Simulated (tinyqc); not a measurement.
Inside a calculation. Model: implanted layer, carriers, mobility and sheet resistance.

Computed by the program tinyqc: `OMP_NUM_THREADS=1 python tinyqc.py 2110016 2110017 out.jsonl`, one thread of a shared Intel Xeon 2.30GHz, about 0.01 s for the whole run. Printed values are rounded.

An n-type layer from the surface x = 0 to the junction xj, N(x) = N0 exp(-(x - Rp)^2/(2 sg^2)). Local neutrality (no depletion at surface or junction, no spilling of carriers), intrinsic carriers neglected, full ionisation of active dopants.

Values chosen for this exercise; values close to those of phosphorus in silicon over a p-type background: temperature T = 500 K; background doping of the opposite type Nb = 1.9e15 cm^-3; peak chemical concentration N0 = 1.2e19 cm^-3; mobility limit at high doping m1 = 69.8 cm^2/(V s); mobility limit at low doping, at 300 K m2 = 1450 cm^2/(V s); reference doping of the mobility law Nr = 9.45e16 cm^-3; exponent of the mobility law am = 0.693; temperature exponent of m2 bt = 2; solubility limit of active dopant Ns = 4.14e20 cm^-3; straggle after annealing sg = 57 nm; projected range Rp = 45 nm.

Constants: q = 1.602176634e-19 C. Results are converted to the units shown.

## Junction depth and local values

xj = Rp + sg sqrt(2 ln(N0/Nb)); 14 equal steps from 0 to xj. Active dopant A = min(N, Ns); n = A - Nb; mobility mu = m1 + (m2 (T/300 K)^(-bt) - m1)/(1 + ((A + Nb)/Nr)^am).

xj = 283.4591 nm
x, point 0 to 14 (nm): [0.0000, 20.2471, 40.4942, 60.7412, 80.9883, 101.2354, 121.4825, 141.7296, 161.9766, 182.2237, 202.4708, 222.7179, 242.9650, 263.2120, 283.4591]
N, point 0 to 14 (cm^-3): [8.786991e18, 1.092021e19, 1.196257e19, 1.155102e19, 9.831486e18, 7.375994e18, 4.877808e18, 2.843357e18, 1.460969e18, 6.616876e17, 2.641604e17, 9.295767e16, 2.883403e16, 7.883665e15, 1.9e15]
A, point 0 to 14 (cm^-3): [8.786991e18, 1.092021e19, 1.196257e19, 1.155102e19, 9.831486e18, 7.375994e18, 4.877808e18, 2.843357e18, 1.460969e18, 6.616876e17, 2.641604e17, 9.295767e16, 2.883403e16, 7.883665e15, 1.9e15]
n, point 0 to 14 (in units of 1e19 cm^-3): [0.878509, 1.091831, 1.196067, 1.154912, 0.982959, 0.737409, 0.487591, 0.284146, 0.145907, 0.065979, 0.026226, 0.009106, 0.002693, 0.000598, 0.000000]
mu, point 0 to 14 (cm^2/(V s)): [88.54031, 86.01437, 85.05530, 85.41693, 87.19119, 90.84415, 97.39930, 108.8299, 128.7113, 162.8429, 218.1120, 295.6040, 379.7084, 444.2297, 477.9784]

The mobility runs from 85.1 to 478 cm^2/(V s).

## Sheet quantities by the trapezoid rule

Dose = integral of N, carrier sheet density = integral of n, 1/Rs = q integral of n mu, mean mobility 1/(q Rs sheet density), Hall mobility (unit Hall factor) = integral of n mu^2 over integral of n mu, Hall sheet density = (integral of n mu)^2/integral of n mu^2; all from 0 to xj.

dose = 1.3418e14 cm^-2
carrier sheet density = 1.3413e14 cm^-2
Rs = 510.78 ohm/square
mean mobility = 91.102 cm^2/(V s)
Hall mobility = 94.225 cm^2/(V s)
Hall sheet density = 1.2968e14 cm^-2

Carriers make up 100 % of the dose. A Hall measurement weights the mobile tail, so its sheet density is 3.3 % below the true one. With 4000 steps Rs = 509.4 ohm/square; the coarse value is 0.26 % above it.
